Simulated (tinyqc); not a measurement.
Comparisons within one model: thin (001) film in sp3s* tight binding with raised dangling bonds. A value that a table varies takes the place of the one given here.

Planes alternate anion (a), cation (c) along [001], a/4 apart, starting with an anion; zero in-plane momentum; levels counted from the bulk Ev, the lower root of [[Epa, Vxx], [Vxx, Epc]]; no spin-orbit coupling. Block of s, pz, s*: from an anion to the cation above, Vss/2 (s,s), Vsapc/2 (s,z), -Vscpa/2 (z,s), Vxx/2 (z,z), Vxapc/2 (s*,z), -Vpaxc/2 (z,s*); to the cation below the same with the s-z and s*-z signs reversed. Block of u = (px + py)/sqrt2 and v = (px - py)/sqrt2: to the cation above (Vxx + Vxy)/2 for u and (Vxx - Vxy)/2 for v, to the cation below the reverse. Each surface atom has two dangling sp3 hybrids; raising both by dl adds (dl/2) [[1, t], [t, 1]] to its s, pz levels (t = -1 at the bottom face, +1 at the top) and dl to the one of u, v in whose plane the missing bonds lie (v for a bottom anion or a top cation, u for a top anion).

Inputs chosen for the exercise (near a published set for GaP, fitted to gaps, whose masses and valley positions are rough; not measured data): p = (-8.149, 1.118, -2.195, 4.134, 8.481, 7.137, -7.46, 2.162, 5.106, 4.25, 6.338, 4.656, 5.072) eV (order Esa, Epa, Esc, Epc, Exa, Exc, Vss, Vxx, Vxy, Vsapc, Vscpa, Vxapc, Vpaxc); Nw = 27 (planes in the thicker film); a = 5.451 angstrom (lattice constant); dp = 30 eV (value of dl for the passivated films); Ns = (8, 11, 18, 19, 23, 32, 49, 68) (numbers of planes).

## States in the gap of a film

edges (eV): Gamma 2.87003, Delta 2.34188

Levels between 0 and the lower bulk edge, the largest weight on the two outer planes of both faces among them, and the nearest levels outside, for several shifts dl.

Film of Nw planes:
```
dl (eV),levels in the gap,at (eV),surface weight,next above (eV),next below (eV)
0,3,"0.094, 1.128, 1.128",0.84,2.3585,-0.0070
1,4,"0.259, 0.303, 1.987, 1.987",0.88,2.3585,-0.0488
2,2,"0.621, 0.638",0.62,2.3585,-0.0481
3,2,"1.052, 1.061",0.68,2.3586,-0.0477
5,2,"1.949, 1.956",0.70,2.3590,-0.0472
10,0,-,-,2.3582,-0.0467
30,0,-,-,2.3583,-0.0463
100,0,-,-,2.3584,-0.0461
```

Can the levels of the bare film be read as confined subbands?

No: with bare surfaces (dl = 0) 3 levels lie in the bulk gap, with up to 84 % of the weight on the four outer planes, two a face, where an even spread gives 15 %; these are dangling-bond states, not subbands. The reruns show the bulk gap clear from dl = 10 eV on, and at dl = 30 eV the next level above lies 0.0 meV from its value at 100 eV.

## Gap against thickness

Passivated films (finite dp, so levels can still be some meV from their limit), thickness N a/4. Highest level below mid-gap (either block) and the two lowest above it. The exponents are -d ln(shift)/d ln N between the sixth and the last film, for the valence level and for the lowest conduction level.

Levels (eV):
```
N,thickness (angstrom),Ev1,Ec1,Ec2,gap
8,10.90,-0.2981,2.5580,2.9715,2.8561
11,14.99,-0.2195,2.4478,2.7530,2.6673
18,24.53,-0.0863,2.3824,2.5051,2.4687
19,25.89,-0.0870,2.3761,2.4816,2.4630
23,31.34,-0.0619,2.3648,2.4359,2.4267
32,43.61,-0.0318,2.3538,2.3906,2.3857
49,66.77,-0.0152,2.3467,2.3614,2.3619
68,92.67,-0.0079,2.3444,2.3520,2.3522
```

exponents: valence 1.86, conduction 2.07

What does this show, and why?

The gap is 2.856 eV at 10.9 angstrom and 2.352 eV at 92.7, against 2.342 eV in the bulk along this line. At 19 planes the conduction side gives 34 meV of the widening and the valence side 87 meV. A hard-walled parabolic band has exponent 2; departures come from the offset between N a/4 and the effective width, from non-parabolicity and from the termination (odd and even N end differently: in the direction of the bond rows at the two faces and, in a compound, in the kind of atom), which also makes single steps in N uneven. Ec1 and Ec2 come from the neighbourhood of X.

## What each change does

A film of Nw planes with shift dp: highest level below mid-gap (half the lower bulk edge) and the two lowest above. Each row changes one parameter from the base and keeps the others.

Results:
```
case,Ev1 (eV),Ec1 (eV),Ec2 (eV)
base,-0.0463,2.3583,2.4092
Nw = 31,-0.0359,2.3542,2.3923
dp = 15 eV,-0.0465,2.3583,2.4090
```

How do the results move?

The largest shifts from the base row, up to three for each result and ties (the steps differ in size, so this ranks the rows, not the parameters). Ev1 (eV): Nw +0.0104, dp -0.0002. Ec1 (eV): Nw -0.0041; unchanged at the printed digits by dp. Ec2 (eV): Nw -0.0169, dp -0.0002. An odd change of Nw also changes which atoms end the film, so levels need not move as thickness alone would move them; the row for dp shows how far the passivation is from converged.

Computed by tinyqc, a small Python program: `OMP_NUM_THREADS=1 python tinyqc.py 1450819 1450820 out.jsonl` (the numbers bound the seed that draws the inputs); one thread of a shared host (Intel(R) Xeon(R) Processor @ 2.30GHz), about 0.4 s for the whole set of steps.
